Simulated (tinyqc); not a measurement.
A particle near a wafer in liquid: double-layer and van der Waals forces (DLVO), deposition barrier and removal: one step, computed by the program tinyqc. Command: `OMP_NUM_THREADS=1 python tinyqc.py 3113393 3113394 out.jsonl dlvo walk`. One thread of a shared host (Intel(R) Xeon(R) Processor @ 2.30GHz), about 0.01 s of CPU time with the checks.

Sphere and flat wall, Derjaguin approximation, constant potentials in the linear-superposition form, no retardation and no hydration force.

Question. Screening. kappa^2 = 2 z^2 e^2 N_A (1000 c)/(eps eps_0 k_B T); gamma_i = tanh(z e psi_i/(4 k_B T)); Z = 64 pi eps eps_0 (k_B T/(z e))^2 gamma_1 gamma_2.

Inputs (values chosen for the exercise, of the order of those for silicon nitride on silicon in water):
```
quantity,value,unit
particle radius R,17,nm
potential of the particle psi_1,-10,mV
potential of the wafer psi_2,-14,mV
salt concentration c,0.034,mol/L
valence z of the symmetric salt,1,-
temperature T,293,K
dielectric constant of the liquid,80.2,-
```

Constants: e = 1.602176634e-19 C; N_A = 6.02214076e+23 1/mol; eps_0 = 8.8541878128e-12 F/m; k_B = 1.380649e-23 J/K; k_B = 8.617333262e-05 eV/K.

Give: kappa; Debye length; gamma_1; gamma_2; Z; kappa R.

Answer.

kappa = 0.6049 1/nm

Debye length = 1.653 nm

gamma_1 = -0.09869

gamma_2 = -0.1377

Z = 1.237 pN

kappa R = 10.28

Like signs: the double layers repel.
